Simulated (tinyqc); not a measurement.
Bandgap voltage reference from two bipolar transistors: two steps of the calculation.

Two transistors of area 1 and N carry the same current I. Is(T) = Is (T/T0)^eta exp[(Vg0 q/kB)(1/T0 - 1/T)], VBE1 = Vt ln(I/Is(T)) + I rb, VBE2 = Vt ln(I/(N Is(T))) + I rb/N. The amplifier forces I R1(T) = VBE1 - VBE2 + Vos, with R(T) = R (1 + tc (T - T0)) for both resistors, and the output is Vref = VBE1 + I R2(T). Base currents and the Early effect are neglected.

Values chosen for this exercise; values of the order met in silicon bipolar transistors:

| symbol | value | unit | meaning |
|---|---|---|---|
| T0 | 323 | K | reference temperature |
| Vg0 | 1.145 | V | band-gap voltage extrapolated to 0 K |
| eta | 3.7 |  | temperature exponent of the saturation current |
| Is | 2.4e-16 | A | saturation current of the unit transistor at T0 |
| N | 8 |  | area ratio of the second transistor |
| R1 | 9.1 | kohm | resistor across which the difference of VBE falls, at T0 |
| tc | -300 | ppm/K | temperature coefficient of both resistors |
| Vos | 0 | mV | offset of the amplifier |
| rb | 0 | ohm | series resistance of the unit transistor |
| R2 | 82.06 | kohm | output resistor at T0 |

Constants: q = 1.602176634e-19 C, kB = 1.380649e-23 J/K. Results are converted to the units shown.

Question 1. Operating point at the reference temperature. Vt = kB T/q; I = (Vt ln N + Vos)/(R1(T) - rb (1 - 1/N)). Evaluate at T = T0.

Give: Vt; I; Is(T); VBE1; I R2; Vref.

Answer 1.

Vt = 0.027834 V
I = 6.3603 uA
Is(T) = 2.4000e-16 A
VBE1 = 0.66803 V
I R2 = 0.52193 V
Vref = 1.1900 V

Question 2. Resistor for zero slope at T0, ideal case. With tc = 0, Vos = 0 and rb = 0 the current is proportional to T, dVBE/dT = (VBE - Vg0 - (eta - 1) Vt)/T, and Vref has zero slope at T0 when Vref = Vg0 + (eta - 1) Vt0. Find VBE1, its slope, that Vref, R2/R1 and the curvature d2Vref/dT2 = -(eta - 1) kB/(q T0).

Give: VBE1; dVBE/dT; Vref; R2/R1; curvature.

Answer 2.

VBE1 = 0.6680 V
dVBE/dT = -1.709 mV/K
Vref = 1.220 V
R2/R1 = 9.539
curvature = -0.7203 uV/K^2

Program tinyqc, `OMP_NUM_THREADS=1 python tinyqc.py 2062042 2062043 out.jsonl`; Intel Xeon 2.30GHz, shared host, one thread, about 0.03 s.
